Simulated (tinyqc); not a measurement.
Changing the temperature T: competing polymorphs of an oxide film: bulk, surface, grain-boundary, dopant and field terms. Computed by tinyqc, a small Python program. Command: `OMP_NUM_THREADS=1 python tinyqc.py 3026610 3026611 out.jsonl polymorph sweep`. One thread of a shared host (Intel(R) Xeon(R) Processor @ 2.30GHz), about 0.01 s of CPU time with the checks.

Phases: monoclinic m (reference), polar orthorhombic o, tetragonal t. Free energies per formula unit (f.u.); 1 J/m^2 x angstrom^3/nm = 6.241509 meV.

Inputs (values chosen for the exercise, for a model oxide):

| quantity | value | unit |
|---|---|---|
| energy of the polar phase o over m | 81.2 | meV/f.u. |
| energy of the tetragonal phase t over m | 113 | meV/f.u. |
| entropy of o over m | 0.0042 | meV/(f.u. K) |
| entropy of t over m | 0.074 | meV/(f.u. K) |
| surface energy of m | 2.95 | J/m^2 |
| surface energy of o | 2.54 | J/m^2 |
| surface energy of t | 2.39 | J/m^2 |
| grain-boundary energy over surface energy | 0.41 | - |
| volume per formula unit Omega | 33.9 | angstrom^3 |
| film thickness h | 21 | nm |
| grain radius R | 13 | nm |
| dopant content x | 3.3 | % |
| shift of o per % of dopant | -4.7 | meV/f.u. |
| shift of t per % of dopant | -17 | meV/f.u. |
| width sigma of ln R | 0.45 | - |
| interlayer thickness (SiO2) | 0.98 | nm |

Geometry: columnar grains in a film.

permittivities of m, o, t: 21  25  44

Method:
- Bulk term b = H - T S + (shift) x, zero for m. The undoped bulk turns from m to t at T = H_t/S_t.
- Area per volume: A = 2/h + f_b/R (two free faces; the side wall 2/R is shared by two grains and carries f_b gamma); G = b + gamma Omega A.
- With G = b + gamma Omega A (b the bulk free energy per formula unit, A the area per volume), two phases i, j cross at A_ij = (b_j - b_i)/(Omega (gamma_i - gamma_j)); o has a window only if A_mo < A_ot.
- Grain radii are log-normal by volume with median R and width sigma; the share with A above A* is that with radius below R*, R* = f_b/(A* - 2/h) (all grains if A* <= 2/h), share = (1/2) erfc[-ln(R*/R)/(sqrt 2 sigma)]. Effective permittivity of a layer of thickness h built of such grains, taken in parallel: sum of share x eps; EOT = interlayer + 3.9 h/eps.

One run for each value:

| temperature T (K) | G(o) - G(m) (meV/f.u.) | G(t) - G(o) (meV/f.u.) | share of o | A_ot (1/nm) |
|---|---|---|---|---|
| 200 | 53.852 | -26.77 | 0 | -0.7168 |
| 350 | 53.222 | -37.24 | 0 | -1.0467 |
| 500 | 52.592 | -47.71 | 0 | -1.3766 |
| 650 | 51.962 | -58.18 | 0 | -1.7065 |
| 800 | 51.332 | -68.65 | 0 | -2.0364 |
| 950 | 50.702 | -79.12 | 0 | -2.3662 |
| 1100 | 50.072 | -89.59 | 0 | -2.6961 |
| 1250 | 49.442 | -100.06 | 0 | -3.0260 |
| 1400 | 48.812 | -110.53 | 0 | -3.3559 |

Over the rows, G(o) - G(m) (meV/f.u.) falls from 53.9 to 48.8; G(t) - G(o) (meV/f.u.) falls from -26.8 to -111; share of o does not change. G(t) - G(o) falls by 0.070 meV per kelvin, the entropy excess of t over o.

Caution (all rows): this is an equilibrium ranking; real films often keep the phase that nucleates first on cooling from t.

Extremes, crossings and ranges named in words are read from the listed rows.
